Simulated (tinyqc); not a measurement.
Gain for each load and current direction: deformation-potential model of the X valleys of a conduction band.

Valleys with axes along x, y and z, one whole valley each. Herring-Vogt shift of a valley with unit axis a: dE = Xd tr(e) + Xu a.e.a. Non-degenerate shares n_i = exp(-dE_i/kT)/sum_j exp(-dE_j/kT). Inverse mass tensor of a valley: (1 - a a)/mt + a a/ml; the masses are taken as independent of strain.

s11 = (C11 + C12)/((C11 - C12)(C11 + 2 C12)), s12 = -C12/((C11 - C12)(C11 + 2 C12)), s44 = 1/C44; exx = s11 sxx + s12 (syy + szz) and cyclic, exy = s44 sxy/2; tension is positive. A uniaxial stress X along the unit vector n is s_ij = X n_i n_j. Biaxial (001) means sxx = syy = X.

Constants: kB = 8.617333262e-05 eV/K.

Parameters, chosen for this exercise (near those of AlAs; not measured data):
- ml = 1.129 m0 (longitudinal mass)
- mt = 0.194 m0 (transverse mass)
- Xd = 1.03 eV (dilation potential)
- Xu = 5.66 eV (uniaxial potential)
- C11 = 125.1 GPa
- C12 = 53.8 GPa
- C44 = 54 GPa
- X1 = 0.5 GPa (size of the stress)
- T = 300 K (temperature)

Each load has the size X1. Gain m_c(0)/m_c - 1 in per cent from repopulation alone, m_c = 1/(u.M.u), M = sum_i n_i (inverse mass tensor); biaxial means sxx = syy.

Gain (%); + is tension, - compression:
```
load                [100]  [010]  [001]  [110]  [1-10]  [111]
uniaxial [110] (+)   10.6   10.6  -21.2   10.6    10.6    0.0
uniaxial [110] (-)   -8.3   -8.3   16.6   -8.3    -8.3    0.0
uniaxial [100] (+)   27.0  -13.5  -13.5    6.8     6.8    0.0
uniaxial [100] (-)  -41.8   20.9   20.9  -10.5   -10.5    0.0
uniaxial [111] (+)    0.0    0.0    0.0    0.0     0.0    0.0
uniaxial [111] (-)    0.0    0.0    0.0    0.0     0.0    0.0
biaxial (001) (+)    20.9   20.9  -41.8   20.9    20.9    0.0
biaxial (001) (-)   -13.5  -13.5   27.0  -13.5   -13.5    0.0
```

What can be read from this table?

The largest gain is +27.0 %, for uniaxial [100] (+) with the current along [100] and biaxial (001) (-) with the current along [001]; for a [110] channel it is +20.9 %, under biaxial (001) (+). No gain or loss appears under uniaxial [111]: the valleys stay equivalent (in real silicon shear also changes the masses, which this model leaves out).

Program tinyqc; command `OMP_NUM_THREADS=1 python tinyqc.py 1080727 1080728 out.jsonl`; about 0.03 s on one thread of a shared Intel(R) Xeon(R) Processor @ 2.30GHz.
